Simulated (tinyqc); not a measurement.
Three regimes over temperature: precursor delivery and alloy composition in metal-organic vapour-phase epitaxy. Computed by tinyqc, a small Python program. Command: `OMP_NUM_THREADS=1 python tinyqc.py 3014503 3014504 out.jsonl movpe walk`. One thread of a shared host (Intel(R) Xeon(R) Processor @ 2.30GHz), about 0.01 s of CPU time with the checks.

Carrier gas leaves each bubbler saturated. Group-III species cross a boundary layer and react at the surface; element 2 can also desorb. The film is (1)_(1-x) (2)_x V with a zinc-blende cell.

Inputs (values chosen for the exercise, close to those used for InGaP from TEGa and TMIn):
```
quantity                                   value      unit
source 1: a in log10(p/torr) = a - b/T      8.08         -
source 1: b                                 2162         K
source 1: bath temperature                    23         C
source 1: carrier flow                        15      sccm
source 2: a                                10.52         -
source 2: b                                 3014         K
source 2: bath temperature                    29         C
source 2: carrier flow                       360      sccm
bubbler pressure p_b                         400      torr
group-V hydride flow                          23      sccm
total flow                                   8.9       slm
reactor pressure p                            75      torr
diffusivity D0 at 273.15 K and 760 torr     0.34    cm^2/s
boundary layer delta                         1.5        cm
prefactor of the surface rate k_s        1.7e+13      cm/s
energy of k_s                               1.91        eV
prefactor of the loss of element 2       1.6e+15  layers/s
energy of the loss                          3.09        eV
lattice constant a                          5.65  angstrom
```

Constants: k_B = 1.380649e-23 J/K; k_B = 8.617333262e-05 eV/K.

Method:
- Temperatures in kelvin are T(C) + 273.15.
- Vapour pressure p_v = 10^(a - b/T); precursor flow = carrier flow x p_v/(p_b - p_v); 1 sccm = 44.615 micromol/min; V/III = hydride flow over the sum of both; gas share x_g = F2/(F1 + F2).
- Partial pressure p_i = p F_i/(44615 x total flow in slm); density n_i = p_i/(k_B T), 1 torr = 133.322 Pa; D = D0 (T/273.15)^1.75 (760/p), h = D/delta, the same for both; k_s = prefactor x exp(-energy/(k_B T)); arrival J_i = n_i/(1/h + 1/k_s); in layers per second g_i = J_i a^2/2 (two group-III sites per a^2 on (001)).
- Loss of element 2 is r x with r = prefactor x exp(-energy/(k_B T)). Then x = (g2 - r x)/(g1 + g2 - r x), or r x^2 - (g1 + g2 + r) x + g2 = 0, smaller root; growth rate G = g1/(1 - x) layers/s; one layer is a/2 thick, 1 angstrom/s = 0.36 um/h.

molar flows (micromol/min): F1 10.2269, F2 142.026

gas share x_g = 0.932830

Growth:
```
T (C)       k_s/h  r (layers/s)        x  G (um/h)
450    6.5794e-02    4.6697e-07  0.93283    0.4857
500    4.2483e-01    1.1533e-05  0.93283    2.4663
550    2.1719e+00    1.9295e-04  0.93283    5.9364
600    9.1555e+00    2.3377e-03  0.93281    8.1673
650    3.2845e+01    2.1617e-02  0.93268    9.1487
700    1.0283e+02    1.5905e-01  0.93177    9.5842
750    2.8671e+02    9.6286e-01  0.92625    9.2635
800    7.2364e+02    4.9285e+00  0.88427    6.1310
850    1.6758e+03    2.1814e+01  0.43451    1.2994
```

What follows from these numbers?

G peaks at 700 C among these rows. Between the first rows the apparent energy is 1.57 eV, against 1.91 eV for k_s, as control is already mixed; k_s passes h between 500 and 550 C, well above which G depends weakly on T until desorption sets in. Among these rows x stays within 2 % of x_g up to 750 C and then falls, to 0.43 in the last row, as element 2 desorbs. Caution: so low a V/III ratio risks group-III droplets and carbon uptake. Caution: in these rows, too, a is fixed and both precursors share one D and k_s.

Extremes, crossings and ranges named in words are read from the listed rows.
